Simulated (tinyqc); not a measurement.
# Phonon and roughness prefactors from two fields

Problem. At 300 K and high field 1/mu = E^(1/3)/Ap + E^gs/As, E in MV/cm. Find Ap and As.

Parameters, values chosen for the exercise:
- gs = 2 (exponent of the roughness term)

mu at E = 0.54 and 0.9 MV/cm (cm^2/(V s)): [449.33690, 332.86834]

Solution. Two linear equations in 1/Ap and 1/As.

Ap = 408.0 cm^2/(V s)
As = 1270 cm^2/(V s)

Computed by the program tinyqc: `OMP_NUM_THREADS=1 python tinyqc.py 2510125 2510126 out.jsonl`, one thread of a shared Intel Xeon 2.30GHz, about 0.01 s for the whole run.
